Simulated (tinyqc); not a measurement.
# Schottky barrier on an n-type semiconductor, non-linear Poisson equation by Newton steps: Capacitance-voltage profiling

One dimension, metal at x = 0, donor density C(x) = Nd, uniform. Energies are counted from the electron Fermi level of the semiconductor and the conduction-band edge is Ec = -psi, so n = Nc exp(psi/Vt); holes follow the Fermi level of the metal, at -V, so p = Nv exp((V - psi - Eg)/Vt). Ends: psi(0) = V - phiB and psi = Vt ln(Nd/Nc) deep inside. Boltzmann statistics, full ionisation, no current, no image force in the Poisson equation.

The Poisson equation d/dx(eps0 eps_r dpsi/dx) = -q (p - n + C) is solved on a mesh of about 1000 nodes or more that ends in neutral material. C_s = q d/dV of the integral of n over x, from the linearised equation. Probed depth w = eps0 eps_r/C_s; apparent doping N_app = C_s^3/(q eps0 eps_r dC_s/dV), the derivative by central differences over +/- 0.02 V.

Values chosen for this exercise; band and dielectric values close to those of silicon:
```
symbol,value,unit,meaning
T,300,K,temperature
Eg,1.13,eV,band gap
eps_r,11.8,,relative permittivity
Nc,2.8e19,cm^-3,conduction-band density of states at T
Nv,2.67e19,cm^-3,valence-band density of states at T
Nd,3.4e16,cm^-3,donor density deep in the semiconductor
phiB,0.52,eV,barrier height
```

Constants: q = 1.602176634e-19 C, kB = 1.380649e-23 J/K, Vt = kB T/q, eps0 = 8.8541878128e-14 F/cm where lengths are in cm. Results are converted to the units shown.

The same in every row: true C(w) (cm^-3) = 3.400e16.

Capacitance-voltage profiling:
```
V (V),C_s (nF/cm^2),w (nm),N_app (cm^-3),|E_0| (kV/cm)
0,94.22,110.9,3.392e16,57.82
-0.3,67.72,154.3,3.398e16,80.44
-0.6,55.60,187.9,3.399e16,97.98
-0.9,48.28,216.4,3.399e16,112.8
-1.2,43.26,241.5,3.400e16,125.9
-1.5,39.54,264.3,3.400e16,137.8
-1.8,36.63,285.2,3.400e16,148.7
-2.1,34.29,304.7,3.400e16,158.9
-2.4,32.34,323.0,3.400e16,168.4
-2.7,30.69,340.4,3.400e16,177.5
-3,29.27,356.9,3.400e16,186.1
```

C_s falls from 94.2 to 29.3 nF/cm^2 while the probed depth goes from 111 to 357 nm. The apparent doping stays near 3.40e16 cm^-3. It departs most from the true doping at that depth for V = 0 V, where it is 0.24 % below it; so the doping is read well over the depths probed.

tinyqc, about 0.06 s, one thread, Intel Xeon 2.30GHz (shared host): `OMP_NUM_THREADS=1 python tinyqc.py 2020124 2020125 out.jsonl`
